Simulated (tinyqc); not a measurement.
Inside a calculation. Method: RHF in the sto-6g basis, for H3-, spin multiplicity 1. The basis has no diffuse functions, so it cannot describe the extra electron: this is an exercise in the method, not the real anion. Computed by tinyqc, a small Python program that keeps every step (integrals from PySCF). Settings: charge = -1, multiplicity = 1, basis = sto-6g, energy threshold = 1e-10, iteration cap = 78, orthogonalisation = symmetric, start = core, DIIS depth = 6, DIIS from iteration = 2, shift = 0.2, method = RHF. Command: `OMP_NUM_THREADS=1 python tinyqc.py 21829 21830 out.jsonl` (the two numbers bound the seeds that draw the settings). One thread of a shared host (Intel(R) Xeon(R) Processor @ 2.60GHz), about 0.06 s of CPU time with the checks. Later iterations appear only in the table of the cycle.

## One-electron integrals

Geometry (angstrom):
```
atom       x       y        z
H     0.0000  0.0000   0.0000
H     0.0000  0.0000   1.2580
H     0.0000  0.0000  -1.2580
```

Basis sto-6g: exponents (1/bohr^2) and contraction coefficients of normalised primitives:
```
element  l (shell)  exponent  coefficient
H            s (1)   35.5232       0.0092
H            s (1)    6.5131       0.0494
H            s (1)    1.8221       0.1685
H            s (1)    0.6260       0.3706
H            s (1)    0.2431       0.4165
H            s (1)    0.1001       0.1303
```

Overlap, kinetic and nuclear-attraction integrals over the contracted functions; the nuclear repulsion is the sum of Za Zb / Rab.

nuclear repulsion = 1.051624 hartree

overlap S, lower triangle:
```
        1H 1s   2H 1s   3H 1s
1H 1s  1.0000
2H 1s  0.3590  1.0000
3H 1s  0.3590  0.0509  1.0000
```

kinetic energy T (hartree), lower triangle:
```
        1H 1s    2H 1s   3H 1s
1H 1s  0.7685
2H 1s  0.0423   0.7685
3H 1s  0.0423  -0.0099  0.7685
```

nuclear attraction V (hartree), lower triangle:
```
         1H 1s    2H 1s    3H 1s
1H 1s  -2.0717
2H 1s  -0.6163  -1.8660
3H 1s  -0.6163  -0.0795  -1.8660
```

core Hamiltonian H = T + V (hartree), lower triangle:
```
         1H 1s    2H 1s    3H 1s
1H 1s  -1.3032
2H 1s  -0.5739  -1.0974
3H 1s  -0.5739  -0.0894  -1.0974
```

## Two-electron integrals

Functions are numbered as in S; the eight-fold symmetry (ij|kl) = (ji|kl) = (kl|ij) leaves the list below.

Two-electron integrals (ij|kl) in chemists' order, unique and non-zero (hartree):
```
(11|11) 0.7750   (21|11) 0.2067   (21|21) 0.0774   (22|11) 0.4023
(22|21) 0.2067   (22|22) 0.7750   (31|11) 0.2067   (31|21) 0.0519
(31|22) 0.1019   (31|31) 0.0774   (32|11) 0.0276   (32|21) 0.0087
(32|22) 0.0207   (32|31) 0.0087   (32|32) 0.0012   (33|11) 0.4023
(33|21) 0.1019   (33|22) 0.2102   (33|31) 0.2067   (33|32) 0.0207
(33|33) 0.7750
```

## Orthogonalisation

S = U s U^T; symmetric (Loewdin) form X = U s^(-1/2) U^T, so that X^T S X = 1.

eigenvalues of S: 0.5171  0.9491  1.5338

X, lower triangle:
```
         1H 1s   2H 1s   3H 1s
1H 1s   1.1136
2H 1s  -0.2059  1.0555
3H 1s  -0.2059  0.0290  1.0555
```

## Starting guess

The start is the orbitals of the core Hamiltonian; D = 2 C_occ C_occ^T.

D at the start, lower triangle:
```
        1H 1s    2H 1s   3H 1s
1H 1s  1.1416
2H 1s  0.3963   1.1912
3H 1s  0.3963  -0.9160  1.1912
```

## Iteration 1: building the Fock matrix

J_ij = sum D_kl (ij|kl), K_ij = sum D_kl (ik|jl); F = H + J - 0.5 K; E = tr D H + tr D J / 2 - 0.25 tr D K + E_nn.

Coulomb J (hartree), lower triangle:
```
        1H 1s   2H 1s   3H 1s
1H 1s  2.1204
2H 1s  0.6901  1.8395
3H 1s  0.6901  0.0926  1.8395
```

exchange K (hartree), lower triangle:
```
        1H 1s   2H 1s   3H 1s
1H 1s  1.3018
2H 1s  0.6130  1.1457
3H 1s  0.6130  0.0027  1.1457
```

Fock matrix F (hartree), lower triangle:
```
         1H 1s   2H 1s   3H 1s
1H 1s   0.1663
2H 1s  -0.1903  0.1692
3H 1s  -0.1903  0.0018  0.1692
```

total energy of this density = -1.228689 hartree

## Iteration 1: diagonalisation and new density

A level shift of 0.2 hartree raises the virtual space: F + shift (S - S D(s) S), with D(s) the density of one spin (D/2). Diagonalise F' = X^T F X, C = X C', fill 2 alpha and 2 beta electrons from the bottom; D = 2 C_occ C_occ^T. Each column has its largest component positive (the first on a tie).

F' = X^T F X (hartree), lower triangle:
```
         1       2       3
1   0.4589
2  -0.3882  0.3490
3  -0.3882  0.1727  0.3490
```

orbital energies (hartree): MO1 -0.0596, MO2 0.1763, MO3 1.0402

coefficients C:
```
          MO1      MO2      MO3
1H 1s  0.6097   0.0000   0.9764
2H 1s  0.3768   0.7258  -0.6989
3H 1s  0.3768  -0.7258  -0.6989
```

D after iteration 1, lower triangle:
```
        1H 1s    2H 1s   3H 1s
1H 1s  0.7434
2H 1s  0.4595   1.3375
3H 1s  0.4595  -0.7696  1.3375
```

## Iteration 2: building the Fock matrix

As before.

Coulomb J (hartree), lower triangle:
```
        1H 1s   2H 1s   3H 1s
1H 1s  1.9898
2H 1s  0.6718  1.8685
3H 1s  0.6718  0.0902  1.8685
```

exchange K (hartree), lower triangle:
```
        1H 1s   2H 1s   3H 1s
1H 1s  1.0832
2H 1s  0.6137  1.2618
3H 1s  0.6137  0.0329  1.2618
```

Fock matrix F (hartree), lower triangle:
```
         1H 1s    2H 1s   3H 1s
1H 1s   0.1450
2H 1s  -0.2090   0.1402
3H 1s  -0.2090  -0.0157  0.1402
```

total energy of this density = -1.297813 hartree

## Iteration 2: diagonalisation and new density

As before.

F' = X^T F X (hartree), lower triangle:
```
         1       2       3
1   0.4763
2  -0.4017  0.3077
3  -0.4017  0.1434  0.3077
```

orbital energies (hartree): MO1 -0.1046, MO2 0.1642, MO3 1.0320

coefficients C:
```
          MO1      MO2      MO3
1H 1s  0.5705   0.0000   0.9998
2H 1s  0.4042   0.7258  -0.6834
3H 1s  0.4042  -0.7258  -0.6834
```

D after iteration 2, lower triangle:
```
        1H 1s    2H 1s   3H 1s
1H 1s  0.6508
2H 1s  0.4612   1.3804
3H 1s  0.4612  -0.7268  1.3804
```

## Iteration 9 (converged): orbitals

converged F (hartree), lower triangle:
```
         1H 1s    2H 1s   3H 1s
1H 1s   0.1400
2H 1s  -0.2123   0.1316
3H 1s  -0.2123  -0.0207  0.1316
```

Diagonalise F' = X^T F X, C = X C', fill 2 alpha and 2 beta electrons from the bottom; D = 2 C_occ C_occ^T. Each column has its largest component positive (the first on a tie).

F' = X^T F X (hartree), lower triangle:
```
         1       2       3
1   0.3777
2  -0.3312  0.2462
3  -0.3312  0.0857  0.2462
```

orbital energies (hartree): MO1 -0.1142, MO2 0.1605, MO3 0.8238

coefficients C:
```
          MO1      MO2      MO3
1H 1s  0.5571   0.0000   1.0073
2H 1s  0.4133   0.7258  -0.6780
3H 1s  0.4133  -0.7258  -0.6780
```

D after iteration 9, lower triangle:
```
        1H 1s    2H 1s   3H 1s
1H 1s  0.6206
2H 1s  0.4605   1.3952
3H 1s  0.4605  -0.7119  1.3952
```

## Convergence

Stop when the energy changes by less than 1e-10 hartree and every element of the error matrix X^T (F D S - S D F) X is below 3e-06.

Course of the cycle:
```
iteration  E (hartree)     change  largest element of the error matrix
1            -1.228689          -                             2.41e-01
2            -1.297813  -6.91e-02                             6.37e-02
3            -1.302292  -4.48e-03                             1.61e-02
4            -1.302585  -2.94e-04                             2.83e-03
5            -1.302594  -9.11e-06                             5.02e-04
6            -1.302595  -2.86e-07                             9.11e-05
7            -1.302595  -9.38e-09                             1.81e-05
8            -1.302595  -3.58e-10                             4.80e-06
9            -1.302595  -2.60e-11                             9.43e-07
```

PySCF RHF in the same basis = -1.302595 hartree

Converged in 9 iterations.

## Populations, bond orders and dipole

Mulliken: Z minus the diagonal of D S on the atom; Loewdin: the same with S^(1/2) D S^(1/2); Mayer order: 2 sum_s sum (D(s) S)_ij (D(s) S)_ji over the two atoms.

Charges (e):
```
atom  Mulliken  Loewdin
1H      0.0487   0.0489
2H     -0.5244  -0.5244
3H     -0.5244  -0.5244
```

Mayer bond orders:
```
pair   order
2-1   0.4988
3-1   0.4988
3-2   0.2262
```

dipole moment about the origin, x y z (debye): 0.0000  0.0000  0.0000
